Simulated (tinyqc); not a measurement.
Inside a calculation. Method: Hueckel theory of the pi electrons, for the molecule Bc1cc([CH2+])cc(Cl)c1 (SMILES; centres numbered as the heavy atoms are written). One step of it, computed by the program tinyqc.

Task: Orbitals. Diagonalise; E = alpha + x beta with beta < 0, so the largest x are filled first; degenerate levels share their electrons. P = sum n_i c_ri c_si; each orbital has its largest coefficient positive (the first on a tie).

Hueckel matrix in units of beta (H = alpha + beta A), lower triangle:
```
            1B        2C        3C        4C        5C        6C        7C       8Cl
1B   -0.940000
2C    0.710000  0.000000
3C    0.000000  1.000000  0.000000
4C    0.000000  0.000000  1.000000  0.000000
5C    0.000000  0.000000  0.000000  1.000000  0.000000
6C    0.000000  0.000000  0.000000  1.000000  0.000000  0.000000
7C    0.000000  0.000000  0.000000  0.000000  0.000000  1.000000  0.000000
8Cl   0.000000  0.000000  0.000000  0.000000  0.000000  0.000000  0.460000  1.960000
9C    0.000000  1.000000  0.000000  0.000000  0.000000  0.000000  1.000000  0.000000

          9C
9C  0.000000
```

pi electrons, sum of z_r less the charge = 8

Give: x values; occupations; coefficients; charge and bond-order matrix P.

Result:

x values: 2.2540  1.9458  1.2817  0.9849  0.0000  -0.6133  -1.1822  -1.4797  -2.1712

occupations: 2.0000  2.0000  2.0000  2.0000  0.0000  0.0000  0.0000  0.0000  0.0000

coefficients:
```
        MO1      MO2      MO3      MO4      MO5      MO6      MO7      MO8
1B   0.0586  -0.0710   0.1564  -0.1302   0.0000   0.6959   0.2734   0.5753
2C   0.2636  -0.2887   0.4894  -0.3529   0.0000   0.3202  -0.0933  -0.4373
3C   0.2584  -0.3515   0.0055  -0.4585  -0.3780  -0.4183   0.3491  -0.0051
4C   0.3188  -0.3954  -0.4823  -0.0987   0.0000  -0.0636  -0.3194   0.4448
5C   0.1414  -0.2032  -0.3763  -0.1002   0.7559   0.1037   0.2702  -0.3006
6C   0.3187  -0.2146  -0.2474   0.4615  -0.3780   0.3536  -0.2416  -0.3525
7C   0.3995  -0.0222   0.1652   0.5532   0.0000  -0.1532   0.6050   0.0767
8Cl  0.6252   0.7200  -0.1120  -0.2610   0.0000   0.0274  -0.0886  -0.0103
9C   0.2942  -0.1598   0.5107   0.2034   0.3780  -0.2722  -0.4329   0.2437

         MO9
1B   -0.2451
2C    0.4251
3C   -0.3996
4C    0.4425
5C   -0.2038
6C   -0.3573
7C    0.3333
8Cl  -0.0371
9C   -0.3493
```

charge and bond-order matrix P, lower triangle:
```
          1B       2C       3C       4C       5C       6C      7C      8Cl
1B    0.0998
2C    0.3168   1.0337
3C    0.2013   0.6683   0.8013
4C   -0.0316  -0.0060   0.5279   1.0006
5C   -0.0462  -0.1057   0.3037   0.6336   0.4258
6C   -0.1297  -0.2759  -0.1104   0.5204   0.2711   0.8436
7C   -0.0424  -0.0053  -0.2834   0.0038  -0.1131   0.6931  0.9869
8Cl   0.0039  -0.0115   0.0550  -0.0111   0.0209  -0.0959  0.1419   1.9798
9C    0.1640   0.6037   0.0835  -0.2188  -0.2769   0.1911  0.6359  -0.0827

        9C
9C  0.8285
```
